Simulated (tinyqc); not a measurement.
CCD on RHF in the 6-311g basis, for H2, spin multiplicity 1, step by step. Computed by tinyqc, a small Python program that keeps every step (integrals from PySCF). Settings: charge = 0, multiplicity = 1, basis = 6-311g, method = RHF, energy threshold = 1e-10, iteration cap = 80, orthogonalisation = symmetric, start = core, DIIS depth = 6, amplitude equations = CCD, DIIS depth for amplitudes = 0, cap on updates = 89. Command: `OMP_NUM_THREADS=1 python tinyqc.py 24709 24710 out.jsonl` (the two numbers bound the seeds that draw the settings). One thread of a shared host (Intel(R) Xeon(R) Processor @ 2.60GHz), about 0.07 s of CPU time with the checks. The early iterations of the SCF are left out here.

## One-electron integrals

Geometry (angstrom):

| atom | x | y | z |
|---|---|---|---|
| H | 0.000000 | 0.000000 | 0.000000 |
| H | 0.000000 | 0.000000 | 1.028000 |

Basis 6-311g: exponents (1/bohr^2) and contraction coefficients of normalised primitives:

| element | l (shell) | exponent | coefficient |
|---|---|---|---|
| H | s (1) | 33.865000 | 0.025494 |
| H | s (1) | 5.094790 | 0.190373 |
| H | s (1) | 1.158790 | 0.852161 |
| H | s (2) | 0.325840 | 1.000000 |
| H | s (3) | 0.102741 | 1.000000 |

Overlap, kinetic and nuclear-attraction integrals over the contracted functions; the nuclear repulsion is the sum of Za Zb / Rab.

nuclear repulsion = 0.51476382 hartree

overlap S:
```
          1H 1s     1H 2s     1H 3s     2H 1s     2H 2s     2H 3s
1H 1s  1.000000  0.706377  0.373664  0.087994  0.266081  0.261220
1H 2s  0.706377  1.000000  0.788963  0.266081  0.540730  0.587537
1H 3s  0.373664  0.788963  1.000000  0.261220  0.587537  0.823770
2H 1s  0.087994  0.266081  0.261220  1.000000  0.706377  0.373664
2H 2s  0.266081  0.540730  0.587537  0.706377  1.000000  0.788963
2H 3s  0.261220  0.587537  0.823770  0.373664  0.788963  1.000000
```

kinetic energy T (hartree):
```
           1H 1s     1H 2s     1H 3s      2H 1s     2H 2s     2H 3s
1H 1s   2.304348  0.549119  0.106346  -0.090359  0.071798  0.056590
1H 2s   0.549119  0.488760  0.184881   0.071798  0.155959  0.110623
1H 3s   0.106346  0.184881  0.154112   0.056590  0.110623  0.110545
2H 1s  -0.090359  0.071798  0.056590   2.304348  0.549119  0.106346
2H 2s   0.071798  0.155959  0.110623   0.549119  0.488760  0.184881
2H 3s   0.056590  0.110623  0.110545   0.106346  0.184881  0.154112
```

nuclear attraction V (hartree):
```
           1H 1s      1H 2s      1H 3s      2H 1s      2H 2s      2H 3s
1H 1s  -2.625850  -1.424074  -0.706983  -0.180670  -0.536194  -0.501114
1H 2s  -1.424074  -1.411991  -0.959664  -0.536194  -0.815593  -0.750519
1H 3s  -0.706983  -0.959664  -0.916615  -0.501114  -0.750519  -0.791279
2H 1s  -0.180670  -0.536194  -0.501114  -2.625850  -1.424074  -0.706983
2H 2s  -0.536194  -0.815593  -0.750519  -1.424074  -1.411991  -0.959664
2H 3s  -0.501114  -0.750519  -0.791279  -0.706983  -0.959664  -0.916615
```

core Hamiltonian H = T + V (hartree):
```
           1H 1s      1H 2s      1H 3s      2H 1s      2H 2s      2H 3s
1H 1s  -0.321501  -0.874955  -0.600637  -0.271029  -0.464395  -0.444524
1H 2s  -0.874955  -0.923231  -0.774782  -0.464395  -0.659634  -0.639896
1H 3s  -0.600637  -0.774782  -0.762503  -0.444524  -0.639896  -0.680734
2H 1s  -0.271029  -0.464395  -0.444524  -0.321501  -0.874955  -0.600637
2H 2s  -0.464395  -0.659634  -0.639896  -0.874955  -0.923231  -0.774782
2H 3s  -0.444524  -0.639896  -0.680734  -0.600637  -0.774782  -0.762503
```

## Two-electron integrals

Functions are numbered as in S; the eight-fold symmetry (ij|kl) = (ji|kl) = (kl|ij) leaves the list below.

Two-electron integrals (ij|kl) in chemists' order, unique and non-zero (hartree):
```
(11|11) 1.393035   (21|11) 0.822971   (21|21) 0.509703   (22|11) 0.822904
(22|21) 0.543028   (22|22) 0.644106   (31|11) 0.411256   (31|21) 0.257757
(31|22) 0.279868   (31|31) 0.130794   (32|11) 0.543681   (32|21) 0.365771
(32|22) 0.452669   (32|31) 0.189803   (32|32) 0.325140   (33|11) 0.494021
(33|21) 0.340115   (33|22) 0.445993   (33|31) 0.178035   (33|32) 0.331779
(33|33) 0.361682   (41|11) 0.080691   (41|21) 0.052783   (41|22) 0.061068
(41|31) 0.027105   (41|32) 0.042306   (41|33) 0.040722   (41|41) 0.009404
(42|11) 0.167529   (42|21) 0.115364   (42|22) 0.148507   (42|31) 0.060306
(42|32) 0.108092   (42|33) 0.111701   (42|41) 0.023205   (42|42) 0.071248
(43|11) 0.143125   (43|21) 0.099566   (43|22) 0.131999   (43|31) 0.052271
(43|32) 0.097821   (43|33) 0.104217   (43|41) 0.020113   (43|42) 0.066345
(43|43) 0.063800   (44|11) 0.513858   (44|21) 0.361238   (44|22) 0.491256
(44|31) 0.190442   (44|32) 0.368087   (44|33) 0.396830   (44|41) 0.080691
(44|42) 0.291901   (44|43) 0.285338   (44|44) 1.393035   (51|11) 0.291901
(51|21) 0.183132   (51|22) 0.199092   (51|31) 0.092950   (51|32) 0.135067
(51|33) 0.126738   (51|41) 0.023205   (51|42) 0.052345   (51|43) 0.045087
(51|44) 0.167529   (51|51) 0.071248   (52|11) 0.380350   (52|21) 0.255737
(52|22) 0.315662   (52|31) 0.132663   (52|32) 0.226245   (52|33) 0.229819
(52|41) 0.038297   (52|42) 0.104837   (52|43) 0.096006   (52|44) 0.380350
(52|51) 0.104837   (52|52) 0.188330   (53|11) 0.317318   (53|21) 0.217874
(53|22) 0.283155   (53|31) 0.113914   (53|32) 0.209154   (53|33) 0.224236
(53|41) 0.034047   (53|42) 0.102305   (53|43) 0.097691   (53|44) 0.394201
(53|51) 0.090424   (53|52) 0.178343   (53|53) 0.180313   (54|11) 0.361238
(54|21) 0.252923   (54|22) 0.341123   (54|31) 0.133128   (54|32) 0.255219
(54|33) 0.275937   (54|41) 0.052783   (54|42) 0.183132   (54|43) 0.179107
(54|44) 0.822971   (54|51) 0.115364   (54|52) 0.255737   (54|53) 0.265857
(54|54) 0.509703   (55|11) 0.491256   (55|21) 0.341123   (55|22) 0.454625
(55|31) 0.179081   (55|32) 0.340161   (55|33) 0.371899   (55|41) 0.061068
(55|42) 0.199092   (55|43) 0.194952   (55|44) 0.822904   (55|51) 0.148507
(55|52) 0.315662   (55|53) 0.330905   (55|54) 0.543028   (55|55) 0.644106
(61|11) 0.285338   (61|21) 0.179107   (61|22) 0.194952   (61|31) 0.090925
(61|32) 0.132335   (61|33) 0.124278   (61|41) 0.020113   (61|42) 0.045087
(61|43) 0.039024   (61|44) 0.143125   (61|51) 0.066345   (61|52) 0.096006
(61|53) 0.082672   (61|54) 0.099566   (61|55) 0.131999   (61|61) 0.063800
(62|11) 0.394201   (62|21) 0.265857   (62|22) 0.330905   (62|31) 0.138079
(62|32) 0.238431   (62|33) 0.244616   (62|41) 0.034047   (62|42) 0.090424
(62|43) 0.082672   (62|44) 0.317318   (62|51) 0.102305   (62|52) 0.178343
(62|53) 0.167964   (62|54) 0.217874   (62|55) 0.283155   (62|61) 0.097691
(62|62) 0.180313   (63|11) 0.383693   (63|21) 0.264919   (63|22) 0.350116
(63|31) 0.138830   (63|32) 0.261827   (63|33) 0.288590   (63|41) 0.035539
(63|42) 0.103364   (63|43) 0.098521   (63|44) 0.383693   (63|51) 0.103364
(63|52) 0.198662   (63|53) 0.201149   (63|54) 0.264919   (63|55) 0.350116
(63|61) 0.098521   (63|62) 0.201149   (63|63) 0.245436   (64|11) 0.190442
(64|21) 0.133128   (64|22) 0.179081   (64|31) 0.070035   (64|32) 0.133943
(64|33) 0.145011   (64|41) 0.027105   (64|42) 0.092950   (64|43) 0.090925
(64|44) 0.411256   (64|51) 0.060306   (64|52) 0.132663   (64|53) 0.138079
(64|54) 0.257757   (64|55) 0.279868   (64|61) 0.052271   (64|62) 0.113914
(64|63) 0.138830   (64|64) 0.130794   (65|11) 0.368087   (65|21) 0.255219
(65|22) 0.340161   (65|31) 0.133943   (65|32) 0.255230   (65|33) 0.281896
(65|41) 0.042306   (65|42) 0.135067   (65|43) 0.132335   (65|44) 0.543681
(65|51) 0.108092   (65|52) 0.226245   (65|53) 0.238431   (65|54) 0.365771
(65|55) 0.452669   (65|61) 0.097821   (65|62) 0.209154   (65|63) 0.261827
(65|64) 0.189803   (65|65) 0.325140   (66|11) 0.396830   (66|21) 0.275937
(66|22) 0.371899   (66|31) 0.145011   (66|32) 0.281896   (66|33) 0.319908
(66|41) 0.040722   (66|42) 0.126738   (66|43) 0.124278   (66|44) 0.494021
(66|51) 0.111701   (66|52) 0.229819   (66|53) 0.244616   (66|54) 0.340115
(66|55) 0.445993   (66|61) 0.104217   (66|62) 0.224236   (66|63) 0.288590
(66|64) 0.178035   (66|65) 0.331779   (66|66) 0.361682
```

## Orthogonalisation

S = U s U^T; symmetric (Loewdin) form X = U s^(-1/2) U^T, so that X^T S X = 1.

eigenvalues of S: 0.049469  0.131526  0.278173  0.743084  1.219863  3.577884

X:
```
           1H 1s      1H 2s      1H 3s      2H 1s      2H 2s      2H 3s
1H 1s   1.376209  -0.753533   0.211806   0.046691   0.001957  -0.045479
1H 2s  -0.753533   2.191426  -1.049104   0.001957  -0.366398   0.257824
1H 3s   0.211806  -1.049104   2.304157  -0.045479   0.257824  -1.105988
2H 1s   0.046691   0.001957  -0.045479   1.376209  -0.753533   0.211806
2H 2s   0.001957  -0.366398   0.257824  -0.753533   2.191426  -1.049104
2H 3s  -0.045479   0.257824  -1.105988   0.211806  -1.049104   2.304157
```

## Iteration 6 (converged): orbitals

converged F (hartree):
```
           1H 1s      1H 2s      1H 3s      2H 1s      2H 2s      2H 3s
1H 1s   0.685512  -0.345487  -0.414058  -0.332674  -0.388798  -0.362834
1H 2s  -0.345487  -0.274397  -0.348541  -0.388798  -0.413021  -0.368232
1H 3s  -0.414058  -0.348541  -0.258373  -0.362834  -0.368232  -0.284023
2H 1s  -0.332674  -0.388798  -0.362834   0.685512  -0.345487  -0.414058
2H 2s  -0.388798  -0.413021  -0.368232  -0.345487  -0.274397  -0.348541
2H 3s  -0.362834  -0.368232  -0.284023  -0.414058  -0.348541  -0.258373
```

Diagonalise F' = X^T F X, C = X C', fill 1 alpha and 1 beta electrons from the bottom; D = 2 C_occ C_occ^T. Each column has its largest component positive (the first on a tie).

F' = X^T F X (hartree):
```
           1          2          3          4          5          6
1   1.721967  -1.176247   0.004969  -0.028909  -0.180410  -0.126036
2  -1.176247   0.931157  -0.380412  -0.180410  -0.200550  -0.030629
3   0.004969  -0.380412   0.175686  -0.126036  -0.030629  -0.132244
4  -0.028909  -0.180410  -0.126036   1.721967  -1.176247   0.004969
5  -0.180410  -0.200550  -0.030629  -1.176247   0.931157  -0.380412
6  -0.126036  -0.030629  -0.132244   0.004969  -0.380412   0.175686
```

orbital energies (hartree): MO1 -0.521801, MO2 0.118116, MO3 0.330126, MO4 0.543780, MO5 2.528617, MO6 2.658781

coefficients C:
```
            MO1        MO2        MO3        MO4        MO5        MO6
1H 1s  0.158638   0.106547  -0.045280  -0.098110  -1.086881  -1.131977
1H 2s  0.306624   0.083521  -0.834371  -1.318072   1.632898   1.212710
1H 3s  0.171620   1.492609   0.892882   1.844394  -1.035374  -0.466912
2H 1s  0.158638  -0.106547  -0.045280   0.098110   1.086881  -1.131977
2H 2s  0.306624  -0.083521  -0.834371   1.318072  -1.632898   1.212710
2H 3s  0.171620  -1.492609   0.892882  -1.844394   1.035374  -0.466912
```

D after iteration 6:
```
          1H 1s     1H 2s     1H 3s     2H 1s     2H 2s     2H 3s
1H 1s  0.050332  0.097285  0.054451  0.050332  0.097285  0.054451
1H 2s  0.097285  0.188037  0.105246  0.097285  0.188037  0.105246
1H 3s  0.054451  0.105246  0.058907  0.054451  0.105246  0.058907
2H 1s  0.050332  0.097285  0.054451  0.050332  0.097285  0.054451
2H 2s  0.097285  0.188037  0.105246  0.097285  0.188037  0.105246
2H 3s  0.054451  0.105246  0.058907  0.054451  0.105246  0.058907
```

## Convergence

Stop when the energy changes by less than 1e-10 hartree and every element of the error matrix X^T (F D S - S D F) X is below 3e-06.

Course of the cycle:

| iteration | E (hartree) | change | largest element of the error matrix |
|---|---|---|---|
| 1 | -1.05571410 | - | 8.78e-02 |
| 2 | -1.08985484 | -3.41e-02 | 1.77e-02 |
| 3 | -1.09169660 | -1.84e-03 | 1.99e-03 |
| 4 | -1.09170809 | -1.15e-05 | 5.45e-05 |
| 5 | -1.09170811 | -1.75e-08 | 2.37e-07 |
| 6 | -1.09170811 | -2.38e-13 | 1.17e-07 |

PySCF RHF in the same basis = -1.09170811 hartree

Converged in 6 iterations.

## Integrals over molecular orbitals

(pq|rs) = sum C_ip C_jq C_kr C_ls (ij|kl), one index at a time.

one-electron integrals over orbitals h = C^T H C (hartree):
```
           1          2          3          4          5          6
1  -1.084671   0.000000   0.118556   0.000000   0.000000   0.058485
2   0.000000  -0.550353   0.000000   0.204473   0.030983   0.000000
3   0.118556   0.000000  -0.325209   0.000000   0.000000  -0.134406
4   0.000000   0.204473   0.000000  -0.260905  -0.195031   0.000000
5   0.000000   0.030983   0.000000  -0.195031   1.423818   0.000000
6   0.058485   0.000000  -0.134406   0.000000   0.000000   1.545436
```

Two-electron integrals over orbitals (pq|rs), unique and non-zero (hartree):
```
(11|11) 0.562870    (21|21) 0.076144    (22|11) 0.372306    (22|22) 0.319545
(31|11) -0.118556   (31|22) -0.041094   (31|31) 0.053847    (32|21) 0.011463
(32|32) 0.028797    (33|11) 0.354591    (33|22) 0.282370    (33|31) -0.039664
(33|33) 0.281116    (41|21) -0.075509   (41|32) 0.010888    (41|41) 0.094364
(42|11) -0.139991   (42|22) -0.062465   (42|31) 0.049500    (42|33) -0.052602
(42|42) 0.066637    (43|21) 0.053157    (43|32) 0.012980    (43|41) -0.050733
(43|43) 0.044076    (44|11) 0.449525    (44|22) 0.336207    (44|31) -0.079704
(44|33) 0.305129    (44|42) -0.101002   (44|44) 0.389861    (51|21) -0.028559
(51|32) 0.020371    (51|41) 0.052656    (51|43) -0.028071   (51|51) 0.072457
(52|11) -0.029771   (52|22) 0.004430    (52|31) 0.025026    (52|33) -0.006405
(52|42) 0.013857    (52|44) -0.020932   (52|52) 0.030673    (53|21) 0.034772
(53|32) -0.009291   (53|41) -0.047481   (53|43) 0.024500    (53|51) -0.041037
(53|53) 0.031405    (54|11) 0.123844    (54|22) 0.041877    (54|31) -0.056776
(54|33) 0.046209    (54|42) -0.054024   (54|44) 0.088015    (54|52) -0.041807
(54|54) 0.082850    (55|11) 0.588628    (55|22) 0.387605    (55|31) -0.138645
(55|33) 0.359964    (55|42) -0.159910   (55|44) 0.484197    (55|52) -0.064301
(55|54) 0.182359    (55|55) 0.712773    (61|11) -0.058485   (61|22) -0.019408
(61|31) 0.036985    (61|33) -0.018032   (61|42) 0.032348    (61|44) -0.052763
(61|52) 0.038834    (61|54) -0.065758   (61|55) -0.128251   (61|61) 0.069063
(62|21) -0.014230   (62|32) 0.008358    (62|41) 0.025253    (62|43) -0.016167
(62|51) 0.038066    (62|53) -0.019586   (62|62) 0.022268    (63|11) 0.085695
(63|22) 0.039211    (63|31) -0.034193   (63|33) 0.032006    (63|42) -0.037927
(63|44) 0.064927    (63|52) -0.019811   (63|54) 0.047855    (63|55) 0.122888
(63|61) -0.038165   (63|63) 0.032120    (64|21) 0.032612    (64|32) -0.019926
(64|41) -0.054505   (64|43) 0.025664    (64|51) -0.062575   (64|53) 0.039150
(64|62) -0.033592   (64|64) 0.060384    (65|21) 0.118225    (65|32) -0.011775
(65|41) -0.145085   (65|43) 0.088521    (65|51) -0.119035   (65|53) 0.090606
(65|62) -0.062082   (65|64) 0.115495    (65|65) 0.292333    (66|11) 0.591204
(66|22) 0.380603    (66|31) -0.137091   (66|33) 0.361734    (66|42) -0.159777
(66|44) 0.480066    (66|52) -0.064411   (66|54) 0.179680    (66|55) 0.701176
(66|61) -0.117345   (66|63) 0.118307    (66|66) 0.701512
```

## CCD: starting amplitudes

t_ij^ab = <ij||ab> / (e_i + e_j - e_a - e_b), whose energy is MP2.

Starting amplitudes (spin orbitals 1a, 1b, ...; amplitudes related by a flip of all spins are not repeated):

| from | to | t |
|---|---|---|
| 1a 1b | 2a 2b | -0.059495 |
| 1a 1b | 4a 4b | -0.044278 |
| 1a 1b | 2a 4b | 0.044274 |
| 1a 1b | 3a 3b | -0.031603 |
| 1a 1b | 4a 5b | -0.012793 |
| 1a 1b | 5a 5b | -0.011877 |
| 1a 1b | 6a 6b | -0.010857 |
| 1a 1b | 3a 6b | -0.009172 |
| 1a 1b | 2a 5b | 0.007739 |

correlation energy = -0.02117441 hartree

## CCD: amplitude update 1

t_ij^ab D_ij^ab are set to the remaining terms of the spin-orbital equations, evaluated with the old amplitudes; for the doubles these are <ij||ab> + 1/2 <ab||ef> t_ij^ef + 1/2 <mn||ij> t_mn^ab + P(ij)P(ab) <mb||ej> t_im^ae + terms in t^2, D the orbital-energy denominators.

Amplitudes after update 1 (spin orbitals 1a, 1b, ...; amplitudes related by a flip of all spins are not repeated):

| from | to | t |
|---|---|---|
| 1a 1b | 2a 2b | -0.086007 |
| 1a 1b | 2a 4b | 0.064381 |
| 1a 1b | 4a 4b | -0.059168 |
| 1a 1b | 3a 3b | -0.038617 |
| 1a 1b | 4a 5b | -0.014893 |
| 1a 1b | 5a 5b | -0.011160 |
| 1a 1b | 2a 5b | 0.010512 |
| 1a 1b | 3a 6b | -0.010283 |
| 1a 1b | 6a 6b | -0.010093 |

correlation energy = -0.02836929 hartree

## CCD: amplitude update 2

As before.

Amplitudes after update 2 (spin orbitals 1a, 1b, ...; amplitudes related by a flip of all spins are not repeated):

| from | to | t |
|---|---|---|
| 1a 1b | 2a 2b | -0.098153 |
| 1a 1b | 2a 4b | 0.073188 |
| 1a 1b | 4a 4b | -0.064480 |
| 1a 1b | 3a 3b | -0.039831 |
| 1a 1b | 4a 5b | -0.015281 |
| 1a 1b | 2a 5b | 0.011860 |
| 1a 1b | 5a 5b | -0.010374 |
| 1a 1b | 3a 6b | -0.010256 |
| 1a 1b | 6a 6b | -0.009394 |

correlation energy = -0.03120156 hartree

## CCD: convergence

E_corr = 1/4 sum <ij||ab> t_ij^ab; stop when the norm of the change is below 1e-8.

Course of the amplitude iterations:

| update | correlation energy (hartree) | norm of the change |
|---|---|---|
| 0 | -0.02117441 | - |
| 1 | -0.02836929 | 8.51e-02 |
| 2 | -0.03120156 | 3.67e-02 |
| 3 | -0.03237945 | 1.62e-02 |
| 4 | -0.03288121 | 7.17e-03 |
| 5 | -0.03309796 | 3.19e-03 |
| 6 | -0.03319246 | 1.42e-03 |
| 7 | -0.03323394 | 6.34e-04 |
| 8 | -0.03325223 | 2.83e-04 |
| 9 | -0.03326031 | 1.26e-04 |
| 10 | -0.03326390 | 5.63e-05 |
| 11 | -0.03326549 | 2.51e-05 |
| 12 | -0.03326620 | 1.12e-05 |
| 13 | -0.03326652 | 5.01e-06 |
| 14 | -0.03326666 | 2.23e-06 |
| 15 | -0.03326672 | 9.97e-07 |
| 16 | -0.03326675 | 4.45e-07 |
| 17 | -0.03326676 | 1.99e-07 |
| 18 | -0.03326677 | 8.86e-08 |
| 19 | -0.03326677 | 3.95e-08 |
| 20 | -0.03326677 | 1.76e-08 |
| 21 | -0.03326677 | 7.88e-09 |

Converged amplitudes (spin orbitals 1a, 1b, ...; amplitudes related by a flip of all spins are not repeated):

| from | to | t |
|---|---|---|
| 1a 1b | 2a 2b | -0.108382 |
| 1a 1b | 2a 4b | 0.079990 |
| 1a 1b | 4a 4b | -0.067628 |
| 1a 1b | 3a 3b | -0.039572 |
| 1a 1b | 4a 5b | -0.015363 |
| 1a 1b | 2a 5b | 0.013090 |
| 1a 1b | 3a 6b | -0.009956 |
| 1a 1b | 5a 5b | -0.009753 |
| 1a 1b | 6a 6b | -0.008876 |

CCD total energy = -1.12497488 hartree

Converged in 21 updates.
